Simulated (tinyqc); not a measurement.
Ion implantation: universal nuclear stopping, Lindhard-Scharff electronic stopping and a Gaussian range profile: one step, computed by the program tinyqc.

An ion slows by elastic collisions with screened nuclei and by friction with electrons; channelling is ignored and the target is uniform.

Question. Damage. Kinchin-Pease count with efficiency 0.8: N_d = 0.8 nu/(2 E_d), taking all of nu as damage energy (an upper estimate, as recoils also lose energy to electrons). Spread over a depth R_p + dR_p, displacements per atom = Q N_d/(N (R_p + dR_p)).

Inputs (values chosen for the exercise, modelled on germanium ions in germanium): target density N = 44.2 1/nm^3; dose Q = 1e+14 1/cm^2; displacement energy E_d = 15 eV.

energy lost to nuclei nu = 45.06642 keV

projected range R_p = 30.45042 nm

straggle dR_p = 10.14970 nm

Give: displacements per ion N_d; displacements per atom.

Answer.

displacements per ion N_d = 1202

displacements per atom = 0.6697

One displacement per atom would need a dose of 1.5e14 per cm^2 if no defects annealed. Caution: above a few tenths of a displacement per atom cascades overlap, so the count overstates new damage; heavy ions turn silicon and germanium amorphous at such levels, while light ions such as boron and metal targets anneal much of the damage.
